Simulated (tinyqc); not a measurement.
Coherent transport through a tight-binding region between two chains, step by step. One step of it, computed by the program tinyqc.

Task: Transmission at E = 0.46 eV. Surface Green function g = (E - i sqrt(4 t^2 - E^2)) / (2 t^2); self-energy tc^2 g on each contact site; G = (E - H - Sigma)^(-1); Gamma = -2 Im Sigma; T = Gamma_L Gamma_R |G_LR|^2; local density of states -Im G_ii / pi.

H of the central region (eV):
```
           1          2          3
1   0.000000  -1.700000   0.000000
2  -1.700000   0.000000  -0.870000
3   0.000000  -0.870000   0.000000
```

Leads: semi-infinite chains with site energy 0:
```
parameter                           value
lead hopping t (eV)              2.520000
coupling to the left lead (eV)   0.830000
coupling to the right lead (eV)  0.470000
left contact site                       1
right contact site                      3
```

E = 0.460000 eV

Give: g; G; local density of states; transmission.

Result:

g = 0.036-0.395i 1/eV

G (1/eV):
```
               1              2              3
1   0.327-0.106i   0.488-0.025i  -0.896+0.221i
2   0.488-0.025i  -0.129-0.072i   0.265+0.087i
3  -0.896+0.221i   0.265+0.087i   1.611-0.478i
```

local density of states (1/eV): 0.034  0.023  0.152

transmission = 0.081
